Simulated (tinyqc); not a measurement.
Starting guesses with plain Roothaan steps: SCF starting guesses in the sto-3g basis, for H4, spin multiplicity 1. Computed by the program tinyqc with PySCF. 

Geometry (angstrom):
```
atom       x       y       z
H     0.0000  0.0000  0.0000
H     0.0000  0.0000  0.7030
H     0.0000  1.2420  0.0000
H     0.0000  1.2420  0.7030
```

lowest restricted solution found by these runs and by PySCF = -2.082479 hartree

RHF with one setting changed at a time; a run stops when the energy changes by less than 1e-09 hartree and the error matrix is below 1e-5. Starts: the lowest orbitals of the core Hamiltonian, of the Wolfsberg-Helmholz matrix (K = 1.75), projected atomic densities, random orbitals, and the highest orbitals of the core Hamiltonian (a deliberately bad start).

Largest element of the error matrix X^T (FDS - SDF) X:
```
iteration     core  Wolfsberg-Helmholz  atomic densities   random  highest core orbitals
1          3.6e-15             1.8e-15           8.5e-16  6.7e-01                1.1e-15
2          1.5e-15             1.2e-15           1.0e-15  2.2e-01                5.7e-14
3                -                   -           1.4e-15  6.6e-02                2.5e-13
4                -                   -                 -  1.9e-02                8.1e-14
5                -                   -                 -  5.4e-03                      -
6                -                   -                 -  1.5e-03                      -
8                -                   -                 -  1.3e-04                      -
10               -                   -                 -  1.0e-05                      -
```

How each run ends:
```
run                    iterations  E (hartree)         state
core                            2     -2.08248  lowest found
Wolfsberg-Helmholz              2     -2.08248  lowest found
atomic densities                3     -2.08248  lowest found
random                         11     -2.08248  lowest found
highest core orbitals           4     -2.08248  lowest found
```

5 of 5 runs reach the lowest restricted solution found, in 2 to 11 iterations (fastest: core, Wolfsberg-Helmholz). The first errors are 4e-15, 2e-15, 9e-16, 7e-01, 1e-15.
